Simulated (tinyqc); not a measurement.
Strained quantum well: band edges, subbands and transparency, step by step. Values are carried at full precision from step to step, so a last printed digit may differ when a step is redone from the rounded ones.

Growth on (001), barriers unstrained: tr(e) = e (2 - nu2), Z = b e (1 + nu2); Ec = Ev + Eg + ac tr(e), E_HH = Ev + av tr(e) + Z, E_LH = Ev + av tr(e) - Z (coupling to the split-off band left out).

Constants: hbar^2/2m0 = 3.80998211 eV angstrom^2; hc = 1239.841984 eV nm; kB = 8.617333262e-05 eV/K.

Parameters, chosen for this exercise (near those of an InGaAs/InP well; the results hold for these values, not for the real material):
- e = -0.0125 (strain in the plane)
- nu2 = 1.029 (2 C12/C11)
- Eg = 0.537 eV (unstrained gap of the well)
- Ev = -0.572 eV (its valence edge)
- ac = -5.67 eV
- av = 1.04 eV (Ev moves by av tr(e))
- b = -1.86 eV (shear potential)
- Egb = 1.353 eV (gap of the barrier)
- Evb = -0.94 eV (its valence edge)
- L = 76 angstrom (well width)
- me = 0.0357 m0 (electron mass)
- g1 = 16.35 (gamma1)
- g2 = 6.7 (gamma2)
- meb = 0.08 m0
- g1b = 5.08
- g2b = 1.6
- T = 300 K (temperature)
- Br = 1.2 x 1e-4 cm^2/s (two-dimensional radiative coefficient)

## Strained band edges and offsets

Give tr(e), Z, the edges Ec, E_HH, E_LH and the well depths against the barrier.

tr(e) = -0.01214
Z = 0.0472 eV

Ec, E_HH, E_LH (eV): 0.0338  -0.5374  -0.6318

depths for e, HH, LH (eV): 0.3792  0.4026  0.3082

The well is under compression, which puts HH on top, by 94 meV; the gap becomes 0.5713 eV, +34 meV from the unstrained one.

## Subband edges

Masses along z: me, 1/(g1 - 2 g2) for HH, 1/(g1 + 2 g2) for LH, likewise in the barrier; in the plane me, 1/(g1 + g2) for HH and 1/(g1 - g2) for LH (no mixing, which understates the hole masses away from k = 0). Level n solves k L + 2 atan[(k/m)/(kappa/mb)] = n pi, k = sqrt(m E/c), kappa = sqrt(mb (V - E)/c), c = hbar^2/2m0.

Up to three electron, four HH and two LH levels, on the common energy scale, with their masses in the plane.

Subbands:
```
level   E (eV)  m in the plane
e1      0.1019          0.0357
e2      0.3143          0.0357
hh1    -0.5514          0.0434
hh2    -0.5932          0.0434
hh3    -0.6628          0.0434
lh1    -0.6876          0.1036
hh4    -0.7592          0.0434
lh2    -0.8876          0.1036
```

lowest transition = 0.6533 eV
wavelength hc/E = 1897.8 nm

The top hole level is hh1, so the edge is mainly TE polarised; hh2 lies 42 meV lower.

## Transparency density

Transparency (Bernard-Duraffourg): Fc - Fv equals the lowest transition energy with n = p, n = sum m/(2 pi c) kB T ln(1 + exp((Fc - E)/kB T)) and p likewise over the listed subbands; c = hbar^2/2m0, 1/angstrom^2 = 1e16/cm^2.

Solve for u = (Fc - e1)/kB T; give n_tr, the share of holes in the top subband and the current e Br n_tr^2 (e = 1.602177e-19 C).

u = 0.307
n_tr = 0.331 x 1e12/cm^2
share = 0.780
current density = 2.1 A/cm^2

For mirror-image bands u = 0 and n_tr = me kB T ln2/(2 pi c) = 0.267 x 1e12/cm^2; the heavier or more numerous hole states raise it by a factor 1.24.

## Checks

- Transparency for equal single subbands against m kB T ln2/(2 pi c): both 0.3743.

Run: tinyqc, `OMP_NUM_THREADS=1 python tinyqc.py 1251537 1251538 out.jsonl`; Intel(R) Xeon(R) Processor @ 2.30GHz, one thread, shared host; about 0.01 s of CPU time with all checks.
